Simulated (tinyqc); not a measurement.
Optical gain and spontaneous emission in a bulk direct-gap semiconductor: one step. Occupations and gain at E. Three cases, with inputs chosen for the exercise.

Problem. Use mr and alpha from the table.

For band j the electron sits at Ee = (E - Eg) mr/me above its edge and the hole at Eh = (E - Eg) mr/mj; fe = 1/(1 + exp((Ee - Fc)/kT)), fh = 1/(1 + exp((Eh - Fv)/kT)); gain g = sum_j alpha_j (fe + fh - 1).

Case 1.

Values chosen (near those of GaAs; the results hold for these values, not for the real material):
- E = 1.461 eV (photon energy)
- Eg = 1.417 eV (direct gap)
- me = 0.0674 m0 (electron mass)
- mhh = 0.483 m0 (heavy-hole mass)
- mlh = 0.0835 m0 (light-hole mass)

mr, J and alpha of each hole band:
```
hole     mr (m0)  J (1/(eV angstrom^3))  alpha (1/cm)
heavy  0.0591464            2.05544e-05      3744.824
light  0.0372956            1.02920e-05      1875.099
```

Fc = 0.119945 eV
Fv = -0.020975 eV
kT = 0.02585200 eV

Case 2.

Values chosen (near those of GaN; the results hold for these values, not for the real material):
- E = 3.389 eV (photon energy)
- Eg = 3.373 eV (direct gap)
- me = 0.2012 m0 (electron mass)
- mhh = 1.357 m0 (heavy-hole mass)
- mlh = 0.286 m0 (light-hole mass)

mr, J and alpha of each hole band:
```
hole     mr (m0)  J (1/(eV angstrom^3))  alpha (1/cm)
heavy  0.1752204            6.32008e-05      4434.976
light  0.1181100            3.49765e-05      2454.395
```

Fc = 0.072230 eV
Fv = -0.050028 eV
kT = 0.03016067 eV

Case 3.

Values chosen (near those of GaAs; the results hold for these values, not for the real material):
- E = 1.464 eV (photon energy)
- Eg = 1.448 eV (direct gap)
- me = 0.0681 m0 (electron mass)
- mhh = 0.487 m0 (heavy-hole mass)
- mlh = 0.0818 m0 (light-hole mass)

mr, J and alpha of each hole band:
```
hole     mr (m0)  J (1/(eV angstrom^3))  alpha (1/cm)
heavy  0.0597455            1.25835e-05      2251.269
light  0.0371620            6.17297e-06      1104.380
```

Fc = 0.028231 eV
Fv = -0.050286 eV
kT = 0.02154333 eV

Give: Energies, occupations and gain of each hole band; total gain.

Solution.

Case 1.

Energies, occupations and gain of each hole band:
```
hole   Ee (eV)  Eh (eV)     fe     fh  g (1/cm)
heavy   0.0386   0.0054  0.959  0.265       838
light   0.0243   0.0197  0.976  0.172       277
```

total gain = 1115 1/cm

E - Eg = 0.0440 eV is below Fc + Fv = 0.0990 eV, so both bands give gain (Bernard-Duraffourg).

Case 2.

Energies, occupations and gain of each hole band:
```
hole   Ee (eV)  Eh (eV)     fe     fh  g (1/cm)
heavy   0.0139   0.0021  0.874  0.151       109
light   0.0094   0.0066  0.889  0.133        54
```

total gain = 163 1/cm

E - Eg = 0.0160 eV is below Fc + Fv = 0.0222 eV, so both bands give gain (Bernard-Duraffourg).

Case 3.

Energies, occupations and gain of each hole band:
```
hole   Ee (eV)  Eh (eV)     fe     fh  g (1/cm)
heavy   0.0140   0.0020  0.659  0.081      -585
light   0.0087   0.0073  0.712  0.065      -247
```

total gain = -831 1/cm

E - Eg = 0.0160 eV is above Fc + Fv = -0.0221 eV, so both bands give loss (Bernard-Duraffourg).

Computed by tinyqc, one run a case: `OMP_NUM_THREADS=1 python tinyqc.py N N+1 out.jsonl` with N = 1680551, 1680572, 1680622; one thread of a shared Intel(R) Xeon(R) Processor @ 2.30GHz, about 0.1 s a run at most.
